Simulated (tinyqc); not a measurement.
Photoconductance decay in a wafer: bulk and surface recombination modes, and iron detection by pair splitting: one step, computed by the program tinyqc.

Both faces of the wafer have the same S; injection is low and all coefficients are constant. x runs from -W/2 to W/2.

Problem. Weights of the modes. Even modes cos(a x) obey b tan b = S W/(2 D) with b = a W/2, odd modes sin(a x) obey -b cot b = S W/(2 D); each decays at the rate 1/tau_b + D a^2. Light from one face makes n(x, 0) proportional to exp(-alpha (x + W/2)). Only even modes carry the thickness average: weight c_n = [sin b/b] int n cos(a x) dx / (int cos^2(a x) dx x mean n), with int exp(-alpha (x + W/2)) cos(a x) dx = [alpha cos b (1 - E) + a sin b (1 + E)]/(alpha^2 + a^2), E = exp(-alpha W), and int cos^2 = W/2 + sin(2 b)/(2 a).

Inputs (values chosen for the exercise, modelled on p-type silicon):

| quantity | value | unit |
|---|---|---|
| thickness W | 300 | micrometre |
| diffusivity D | 24.4 | cm^2/s |
| surface recombination velocity S | 700 | cm/s |
| absorption coefficient alpha | 1500 | 1/cm |

Give: weights c_0 to c_5.

Solution.

weights c_0 to c_5: 0.8848  0.0759  0.0198  0.0083  0.0042  0.0024
